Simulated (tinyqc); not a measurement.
What each parameter does: shallow donor in an anisotropic valley (effective-mass theory).

One valley: H = -c [(d2/dx2 + d2/dy2)/mt + (d2/dz2)/ml] - q/(eps r), c = hbar^2/2m0, q = e^2/(4 pi eps0). Trial function exp(-sqrt((x^2 + y^2)/a^2 + z^2/b^2)) with a > b: T = (c/3)(2/(mt a^2) + 1/(ml b^2)), V = -(q/eps) atan(u/b)/u, u = sqrt(a^2 - b^2). The central cell of the impurity is left out.

Constants: hbar^2/2m0 = 3.80998211 eV angstrom^2; e^2/(4 pi eps0) = 14.39964547 eV angstrom.

Values chosen for the exercise (out of a larger set: near those of GaP; not measured data): ml = 1.977 m0 (longitudinal mass); mt = 0.256 m0 (transverse mass); eps = 11.2 (dielectric constant).

The minimum of the trial energy.

Results for these values:

| case | E (meV) | a (angstrom) | b (angstrom) | b/a |
|---|---|---|---|---|
| base | -48.39 | 16.15 | 7.87 | 0.487 |

What happens to each result for ml = 1.582 m0, all else kept?

Answer: E rises from -48.39 to -46.07; a rises from 16.15 to 16.68; b rises from 7.87 to 8.78; b/a rises from 0.487 to 0.527.

The same for each parameter in turn:

| case | E (meV) | a (angstrom) | b (angstrom) | b/a |
|---|---|---|---|---|
| base | -48.39 | 16.15 | 7.87 | 0.487 |
| ml = 1.582 m0 | -46.07 | 16.68 | 8.78 | 0.527 |
| mt = 0.23 m0 | -44.47 | 17.72 | 8.32 | 0.470 |
| eps = 12.3 | -40.12 | 17.74 | 8.65 | 0.487 |

eps only rescales the solution (E as 1/eps^2, lengths as eps), so b/a depends on ml/mt alone.

Program tinyqc; command `OMP_NUM_THREADS=1 python tinyqc.py 1251434 1251435 out.jsonl`; about 0.01 s on one thread of a shared Intel(R) Xeon(R) Processor @ 2.30GHz.
